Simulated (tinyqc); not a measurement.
# Ballistic Schottky-barrier transistor with a two-dimensional channel, WKB contacts: what changes with what

Source Fermi level 0, drain Fermi level -Vd. Far from the contacts Ec = pn - psi, and the gate moves psi one to one; the band edges relax as exp(-x/lam) from pn at the source and pn - Vd at the drain; Ev = Ec - Eg. A carrier of energy w inside the channel band meets at a contact a barrier of height D (the contact edge beyond the channel edge): T = 1 for w >= D, else exp(-S), S = 4 lam sqrt(m/C) [sqrt(D - w) - sqrt(w) arctan sqrt((D - w)/w)], C = hbar^2/(2 m0). The two contacts combine as Ts Td/(Ts + Td - Ts Td).

Values chosen for this exercise; channel values close to those of an ultrathin silicon body with silicide contacts:
- T = 300 K (temperature)
- Eg = 1.12 eV (band gap)
- pn = 0.45 eV (barrier for electrons at both contacts)
- mn = 0.18 m0 (electron mass)
- mp = 0.26 m0 (hole mass)
- g = 2 (valleys or subbands)
- lam = 2.1 nm (screening length at the contacts)
- Vd = 0.05 V (drain bias)
- ps = -0.47 V (band shift psi of the channel by the gate)

Constants: q = 1.602176634e-19 C, kB = 1.380649e-23 J/K, hbar = 1.054571817e-34 J s, h = 6.62607015e-34 J s, m0 = 9.1093837015e-31 kg, Vt = kB T/q, hbar^2/(2 m0) = 0.0380998212 eV nm^2. Results are converted to the units shown.

Each table varies one quantity; the others keep the values above.

## Effect of the screening length

I/W = g (2 q^2/h) int T(w) [N(Es + w) - N(Ed + w)] dw with w the energy of motion along the channel, N(y) = (1/2 pi) sqrt(pi m kB T/C) Fm(-y/kB T), Fm(x) = (1/sqrt(pi)) int_0^infinity u^(-1/2)/(1 + exp(u - x)) du. Electrons: Ds = psi, Dd = psi - Vd, Es = Ec, Ed = Ec + Vd. Holes: Ds = -psi, Dd = Vd - psi, Es = -Ev, Ed = -Ev - Vd. The size of each current is taken; both flow from drain to source and add. The integrals are converged.

Effect of the screening length:

| lam (nm) | current of the holes (uA/um) | share over the barriers (%) | \|d psi/d log10\| of this current (mV/decade) |
|---|---|---|---|
| 0.5 | 0.05550 | 4.062e-6 | 66.01 |
| 1.6 | 6.887e-4 | 3.274e-4 | 82.26 |
| 2.6 | 4.369e-5 | 0.005160 | 101.2 |
| 3.7 | 5.369e-6 | 0.04199 | 126.6 |
| 4.8 | 1.261e-6 | 0.1788 | 156.7 |
| 5.9 | 4.512e-7 | 0.4997 | 191.1 |
| 6.9 | 2.261e-7 | 0.9973 | 225.6 |
| 8 | 1.268e-7 | 1.778 | 266.1 |

What does the table show?

The current falls from 0.0555 to 1.27e-7 uA/um, while the share over the barriers rises from 4.06e-6 to 1.78 %: the thermionic part does not depend on lam, and a thinner barrier adds tunnelling. The swing rises from 66.0 to 266 mV/decade.

## Ambipolar transfer curve

Same model as above.

Swing = d(psi)/d(log10 I).

Ambipolar transfer curve:

| ps (V) | electrons (uA/um) | holes (uA/um) | I (uA/um) | swing (mV/decade) |
|---|---|---|---|---|
| -0.54 | 7.897e-15 | 9.188e-4 | 9.188e-4 | -89.03 |
| -0.43 | 5.564e-13 | 5.643e-5 | 5.643e-5 | -92.92 |
| -0.33 | 2.663e-11 | 5.060e-6 | 5.060e-6 | -98.51 |
| -0.23 | 1.274e-9 | 5.364e-7 | 5.376e-7 | -108.3 |
| -0.12 | 8.977e-8 | 5.904e-8 | 1.488e-7 | 144.8 |
| -0.02 | 4.296e-6 | 9.576e-9 | 4.306e-6 | 59.72 |
| 0.08 | 5.481e-5 | 7.065e-10 | 5.481e-5 | 115.4 |
| 0.19 | 5.039e-4 | 1.003e-11 | 5.039e-4 | 108.3 |
| 0.29 | 0.004812 | 2.095e-13 | 0.004812 | 96.83 |
| 0.39 | 0.05679 | 4.378e-15 | 0.05679 | 90.86 |
| 0.5 | 0.8162 | 6.214e-17 | 0.8162 | 108.0 |
| 0.6 | 4.584 | 1.299e-18 | 4.584 | 169.5 |

What does the table show?

I goes from 9.19e-4 through a minimum of 1.49e-7 (at ps = -0.12 V among the rows listed) to 4.58 uA/um; the exact minimum lies at psi = -0.139 V. Holes carry the left branch and electrons the right. The ratio of the last row to the smallest is 3.08e7 and of the first row 6170, with barriers of 0.45 eV for electrons and 0.670 eV for holes. The steepest swing among the rows is 59.7 mV/decade, against the thermionic limit 59.5.

Range of the model: No scattering, image-force lowering, channel charge or band-to-band tunnelling; parabolic kappa overstates S deep in the gap.

Program tinyqc, `OMP_NUM_THREADS=1 python tinyqc.py 2390007 2390008 out.jsonl`; Intel Xeon 2.30GHz, shared host, one thread, about 0.2 s.
